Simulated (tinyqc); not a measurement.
Worked calculation: tight binding, honeycomb lattice. One step of it, computed by the program tinyqc.

Question. Bloch Hamiltonian at k. H_AB = -t1 (1 + exp(-i k.a1) + exp(-i k.a2)); H_AA = delta - 2 t2 sum cos(k.b + phi), H_BB = -delta - 2 t2 sum cos(k.b - phi), b = a1, a2 - a1, -a2.

Parameters chosen for this model:
```
parameter     value                        unit
t1         2.440000                 eV, nearest
t2         0.170000       eV, second neighbours
phi        1.570000  rad, phase of t2 (Haldane)
delta             0          eV, +/- on A and B
```

k point k (fractions of the reciprocal vectors): [-0.390000, 0.290000]

Give: H(k) at k.

Answer.

H(k) at k (eV), order A, B:
$$\begin{pmatrix}
-0.853 & 0.047+0.808i \\
0.047-0.808i & 0.854
\end{pmatrix}$$
